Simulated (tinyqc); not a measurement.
Worked calculation: regular and subregular solution with a miscibility gap. Computed by tinyqc, a small Python program that keeps every step. Command: `OMP_NUM_THREADS=1 python tinyqc.py 3013527 3013528 out.jsonl regsol walk`. One thread of a shared host (Intel(R) Xeon(R) Processor @ 2.30GHz), about 0.01 s of CPU time with the checks. Intermediate numbers are printed to about 5 digits and carried at full precision; extremes and crossings named in words are read from the listed rows.

Per mole of mixing sites: G(x) = x (1 - x) [L0 + L1 (1 - 2x)] + R T [x ln x + (1 - x) ln(1 - x)], x the fraction of B.

Inputs (values chosen for the exercise, for a model alloy): interaction L0 = 48.3 kJ/mol; size misfit eta = d ln a/dx = 0.013; asymmetry L1 = 0 kJ/mol; temperature T = 1578 K; overall fraction x0 = 0.3; coherency modulus Y = 116 GPa; molar volume V_m = 8.53 cm^3/mol; gradient coefficient kappa = 3.2e-10 J/m; start value s0 = 0.05.

Source of L0: given.

Constants: R = 8.314462618 J/(mol K).

## Interaction parameter

L0 and eta are given.

L0 = 48.3 kJ/mol

eta = 0.013

## G, chemical potentials and activities

G' = L0 (1 - 2x) + L1 (1 - 6x + 6x^2) + R T ln[x/(1 - x)]; G'' = -2 L0 - 6 L1 (1 - 2x) + R T/[x (1 - x)]. mu_A = G - x G', mu_B = G + (1 - x) G', activity = exp(mu/(R T)).

G, G'' and activities at x = 0.02, 0.1, 0.2, 0.35, 0.5, 0.65, 0.8, 0.9, 0.98:
```
x     G (kJ/mol)  G'' (kJ/mol)  activity of A  activity of B
0.02     -0.3396        572.80         0.9814         0.6863
0.10      0.0818         49.18         0.9337         1.9725
0.20      1.1626        -14.60         0.9269         2.1099
0.35      2.4936        -38.93         1.0204         1.6579
0.50      2.9808        -44.12         1.2551         1.2551
0.65      2.4936        -38.93         1.6579         1.0204
0.80      1.1626        -14.60         2.1099         0.9269
0.90      0.0818         49.18         1.9725         0.9337
0.98     -0.3396        572.80         0.6863         0.9814
```

G'' is negative at 5 of the nine compositions (0.2, 0.35, 0.5, 0.65, 0.8), where the solution is unstable.

## Critical point

The spinodal is G'' = 0, R T_s(x) = x (1 - x) [2 L0 + 6 L1 (1 - 2x)]; the critical point is its maximum.

critical composition x_c = 0.5

critical temperature T_c = 2904.6 K

With L1 = 0 this is x_c = 1/2 and T_c = L0/(2 R). Caution: a real alloy may melt or decompose below this critical temperature.

## Spinodal at T

Solve G'' = 0 on each side of x_c.

spinodal x_s1 = 0.16209

spinodal x_s2 = 0.83791

## First Newton step for the common tangent

Common tangent: F1 = G'(x1) - G'(x2) = 0 and F2 = [G - x G'](x1) - [G - x G'](x2) = 0. Newton step: J = [[G''(x1), -G''(x2)], [-x1 G''(x1), x2 G''(x2)]], J dx = -F; a step that would leave 0 < x < 1 is halved until it stays inside. The start is x1 = s0, x2 = 1 - s0.

F (kJ/mol): F1 9.6766, F2 -4.8383

J (kJ/mol):
```
[[179.62, -179.62],
 [-8.98, 170.63]]
```

new (x1, x2): [0.02306, 0.97694]

## Binodal by Newton steps

Stop when the step is below 1e-12, or when x1 and x2 meet within 1e-5; residuals under 1e-7 are shown as 0.

Iteration:
```
step        x1       x2  F1 (kJ/mol)  F2 (kJ/mol)
1     0.050000  0.95000   9.6766e+00  -4.8383e+00
2     0.023063  0.97694  -6.1576e+00   3.0788e+00
3     0.029402  0.97060  -8.3966e-01   4.1983e-01
4     0.030558  0.96944  -1.9749e-02   9.8743e-03
5     0.030586  0.96941  -1.1406e-05   5.7029e-06
6     0.030586  0.96941            0            0
```

solubility limit x1 = 0.030586

solubility limit x2 = 0.96941

Converged: the gap runs from 0.03059 to 0.9694, outside the spinodal as it must.

## Lever rule at x0

Inside the gap the B-rich phase has the fraction f = (x0 - x1)/(x2 - x1), and the gain is (1 - f) G(x1) + f G(x2) - G(x0); outside it one phase remains.

fraction f of the B-rich phase = 0.28697

free energy of decomposition = -2490.7 J/mol

x0 lies inside the chemical spinodal: coherency strain aside, small waves of composition grow without a barrier.

## Fastest-growing wave

Linear Cahn-Hilliard theory, coherency strain left out, with energy density G/V_m + kappa (grad x)^2: the rate goes as -k^2 (G''/V_m + 2 kappa k^2), so k_c^2 = -G''/(2 kappa V_m), the fastest wave has k_m = k_c/sqrt(2) and length 2 pi/k_m.

G''(x0) = -34.123 kJ/mol

k_c = 2.5001 1/nm

fastest wavelength = 3.5542 nm

## Coherent spinodal

If the lattice stays coherent, G'' gains 2 eta^2 Y V_m (eta = d ln a/dx, Y the biaxial modulus, E/(1 - nu) if isotropic), which is L0 replaced by L0 - eta^2 Y V_m (1 GPa cm^3/mol = 1 kJ/mol); the program reports 0 if the result is not positive.

eta^2 Y V_m = 0.16722 kJ/mol

top of the coherent spinodal = 2894.5 K

Coherency strain lowers the top by 10 K.

## The phase diagram

For this table each start is x_s1/6 and 1 - (1 - x_s2)/6. The dilute estimate of x1 is exp(-(L0 + L1)/(R T)).

Binodal and spinodal:
```
T (K)  binodal x1  spinodal x_s1  spinodal x_s2  binodal x2  dilute estimate of x1
1162    0.0071936        0.11272        0.88728     0.99281              0.0067429
1452     0.021229        0.14641        0.85359     0.97877               0.018301
1743     0.046361        0.18381        0.81619     0.95364               0.035691
2033     0.085649        0.22611        0.77389     0.91435               0.057416
2324      0.14488        0.27646        0.72354     0.85512               0.082115
2614      0.23724        0.34185        0.65815     0.76276                0.10836
2788      0.32931        0.39983        0.60017     0.67069                0.12448
```

The dilute estimate is 0.94 of x1 at the lowest T and 0.38 at the highest: it drops the pull of the other solutes and the impurity of the second phase. Near the top the binodal is 1.70 times as wide as the spinodal; the mean-field limit at T_c is sqrt(3) = 1.73.

Checks made by the program: binodal against the lower hull of G on 40001 points (relative difference 1e-05).
